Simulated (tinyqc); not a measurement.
# Energy and delay of logic against supply voltage, step by step

Computed by the program tinyqc: `OMP_NUM_THREADS=1 python tinyqc.py 2082204 2082205 out.jsonl`, one thread of a shared Intel Xeon 2.30GHz, about 0.01 s for the whole run. Printed values are rounded.

One expression serves below and above threshold: I(Vg) = Ik [ln(1 + exp((Vg - VT + dd V)/(al nf Vt)))]^al, with I_on = I(V) and I_off = I(0). Gate delay td = kd C V/I_on, clock period LD td. Per gate and cycle the switching energy is act C V^2 and the leakage energy I_off V LD td. No short-circuit current, no variation. Minima are sought above 0.09 V; below a few Vt gates no longer switch and the model has no meaning.

Values chosen for this exercise; values of the order met in logic technologies:
- T = 330 K (temperature)
- VT = 0.18 V (threshold voltage at zero drain bias)
- nf = 1.31 (slope factor)
- dd = 0.08 (barrier lowering per volt of supply)
- Ik = 0.39 uA (specific current of a gate)
- al = 1.89 (exponent of the current law)
- C = 0.31 fF (load capacitance of a gate)
- kd = 0.8 (delay factor)
- LD = 40 (logic depth)
- act = 0.1 (activity factor)
- V = 0.59 V (supply voltage)

Constants: q = 1.602176634e-19 C, kB = 1.380649e-23 J/K, Vt = kB T/q. Results are converted to the units shown.

## Currents, delay and energies

I_on, I_off, td, clock frequency 1/(LD td), both energies and their sum.

I_on = 13.39229 uA
I_off = 9.643702 nA
td = 10.92569 ps
clock frequency = 2.288185 GHz
switching energy = 10.79110 aJ
leakage energy = 2.486593 aJ
energy = 13.27769 aJ

I_on/I_off = 1390; leakage makes up 18.7 % of the energy.

## Starting value

V = 0.22 V.

V at the start = 0.22 V

## Iteration 1: new V

Minimum-energy supply: E(V) is the energy per gate and cycle; with h = 0.001 V, E' = (E(V + h) - E(V - h))/(2 h), E'' = (E(V - h) - 2 E(V) + E(V + h))/h^2, V(new) = V - E'/E''.

E' = -10.23618 aJ/V
E'' = 330.5359 aJ/V^2
V after iteration 1 = 0.2509684 V

## Iteration 2: new V

As before.

E' = -1.031008 aJ/V
E'' = 263.7373 aJ/V^2
V after iteration 2 = 0.2548777 V

## Course of the iteration

Stop when the step is below 1e-9 V, or after 40 iterations.

Course of the iteration:

| iteration | V before the step (V) | step (V) |
|---|---|---|
| 1 | 0.22 | 0.0310 |
| 2 | 0.2509684 | 3.91e-3 |
| 3 | 0.2548777 | 6.24e-5 |
| 4 | 0.2549401 | 1.54e-8 |
| 5 | 0.2549401 | -6.43e-14 |

Converged in 5 iterations. There leakage makes up 62.7 % of the energy and the clock runs at 368 MHz.
